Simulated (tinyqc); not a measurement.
# Inputs raised by 10 %, one at a time

Model: Raman line shape of confined optical phonons and breathing modes of small crystals. Computed by tinyqc, a small Python program. Command: `OMP_NUM_THREADS=1 python tinyqc.py 3029473 3029474 out.jsonl confine sens`. One thread of a shared host (Intel(R) Xeon(R) Processor @ 2.30GHz), about 0.04 s of CPU time with the checks.

Confinement in 1 direction(s) lets phonons with q away from zero scatter light. q is in units of 2 pi/a, from 0 to 1, and the branch is isotropic: omega(q)^2 = (omega_0^2 + omega_X^2)/2 + ((omega_0^2 - omega_X^2)/2) cos(pi q). The model and its constant beta are phenomenological; beta = 8 is the common choice.

Inputs (values chosen for the exercise, modelled on germanium):
```
quantity                                value      unit
bulk frequency omega_0                  300.6      1/cm
frequency at the zone boundary omega_X    231      1/cm
natural width Gamma_0                     2.7      1/cm
lattice constant a                      5.658  angstrom
size L                                    8.2        nm
confinement constant beta                   3         -
longitudinal velocity                    5170       m/s
transverse velocity                      3210       m/s
```

Shape: film.

Constants: c = 299792458 m/s.

Method:
- Weight W(q) = q^0 exp(-(2 L q/a)^2/(2 beta)) dq, that is exp(-k^2 L^2/(2 beta pi^2)) for k = 2 pi q/a.
- I(omega) = int W(q) / [(omega - omega(q))^2 + (Gamma_0/2)^2] dq / int W dq x (Gamma_0/2)^2, by 400 Gauss-Legendre points on 0 < q < min(1, 2.5 a sqrt(2 beta)/L).
- The peak is the maximum of I; the width is taken between the half-maximum points, and the asymmetry is the low-side half-width over the high-side one.
- The lowest longitudinal standing wave has half a wavelength across the film: f = v_L/(2 L); the lowest shear one f = v_T/(2 L).

Runs:
```
input moved                   from    to  peak shift (1/cm)  full width (1/cm)  asymmetry  breathing wavenumber (1/cm)
base run                         -     -           -0.32124             3.1861     1.1917                       10.515
natural width Gamma_0 (1/cm)   2.7  2.97           -0.33526             3.4497     1.1696                       10.515
size L (nm)                    8.2  9.02           -0.28855             3.0901     1.1496                        9.559
confinement constant beta        3   3.3           -0.33789             3.2397     1.2154                       10.515
longitudinal velocity (m/s)   5170  5687           -0.32124             3.1861     1.1917                       11.567
transverse velocity (m/s)     3210  3531           -0.32124             3.1861     1.1917                       10.515
```

Exponents ln(y'/y) / ln(x'/x):
```
input                      peak shift  full width  asymmetry  breathing wavenumber
natural width Gamma_0           0.448       0.834     -0.196                     0
size L                         -1.126      -0.321     -0.377                    -1
confinement constant beta       0.530       0.175      0.207                     0
longitudinal velocity           0.000       0.000      0.000                     1
transverse velocity             0.000       0.000      0.000                     0
```

To which inputs is each result most sensitive?

Among the inputs moved here: peak shift answers most in size to size L (exponent -1.126), next to confinement constant beta (+0.530); its exponent is below 0.0005 for longitudinal velocity, transverse velocity. Full width answers most in size to natural width Gamma_0 (exponent +0.834), next to size L (-0.321); its exponent is below 0.0005 for longitudinal velocity, transverse velocity. Asymmetry answers most in size to size L (exponent -0.377), next to confinement constant beta (+0.207); its exponent is below 0.0005 for longitudinal velocity, transverse velocity. Breathing wavenumber answers most in size to size L (exponent -1.000), and about equally to longitudinal velocity (+1.000); its exponent is below 0.0005 for natural width Gamma_0, confinement constant beta, transverse velocity. Its exponent -1.000 in size L: an acoustic standing wave.

Extremes, crossings and ranges named in words are read from the listed rows.
